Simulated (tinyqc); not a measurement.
# Trench capacitor in an array: capacitance, non-linearity, leakage and relaxation, step by step

tinyqc, about 0.01 s, one thread, Intel Xeon 2.30GHz (shared host): `OMP_NUM_THREADS=1 python tinyqc.py 2102027 2102028 out.jsonl` Printed values are rounded.

A film between two metal electrodes, each interface adding a series capacitance ci. The small-signal permittivity is ek (1 + aq E^2); the field is found with the linear permittivity. Leakage J = J0 sinh(E/Ef). After a voltage step the film passes a relaxation current kr C V tt^(-nr), tt being the time in seconds. The sidewall is a coaxial capacitor with radii a = dm/2 - t and b = dm/2, depth AR dm; the end face is left out.

Values chosen for this exercise; permittivity of the order of that of tantalum oxide:
```
symbol,value,unit,meaning
ek,24.4,,relative permittivity of the film
t,8.3,nm,film thickness
ci,1000,uF/cm^2,capacitance of each electrode interface (dead layer and screening)
aq,0.0044,cm^2/MV^2,quadratic field coefficient of the permittivity
V,1.5,V,bias
J0,1.8e-10,A/cm^2,leakage prefactor
Ef,0.48,MV/cm,field for an e-fold rise of the leakage
dm,90,nm,diameter of the hole
AR,70,,"aspect ratio, depth over diameter"
pt,140,nm,pitch of the square array
rho,210,uohm cm,resistivity of the inner electrode
```

Constants: eps0 = 8.8541878128e-14 F/cm where lengths are in cm. Results are converted to the units shown.

## Planar capacitance, field and non-linearity

Planar film: Cf = eps0 ek/t, 1/C = 1/Cf + 2/ci, EOT = 3.9 eps0/C, effective permittivity C t/eps0, E = (V/t) C/Cf; quadratic coefficient [C(V)/C - 1]/V^2 with Cf (1 + aq E^2) in C(V).

Cf = 2.602918 uF/cm^2
C = 2.589438 uF/cm^2
EOT = 1.333546 nm
effective permittivity = 24.27364
E = 1.797870 MV/cm
quadratic coefficient = 6287.811 ppm/V^2
J = 3.807823e-9 A/cm^2

The interfaces take 0.518 % of the voltage.

## Cell capacitance, fields and time constant

Per length 1/c = ln(b/a)/(2 pi eps0 ek) + (1/a + 1/b)/(2 pi ci); cell capacitance c AR dm; per footprint over pt^2; fields c V/(2 pi eps0 ek r) at r = a and b; resistance of the inner electrode rho AR dm/(pi a^2); time constant R C/3 of the distributed line.

a = 36.7 nm
b = 45 nm
cell capacitance = 41.72550 fF
capacitance per footprint = 212.8852 uF/cm^2
field at a = 1.994196 MV/cm
field at b = 1.626377 MV/cm
R = 3.126640 kohm
R C/3 = 43.48687 ps

The array gives 82.2 times the planar capacitance per footprint; curvature makes the field at the inner electrode 1.11 times the planar value.
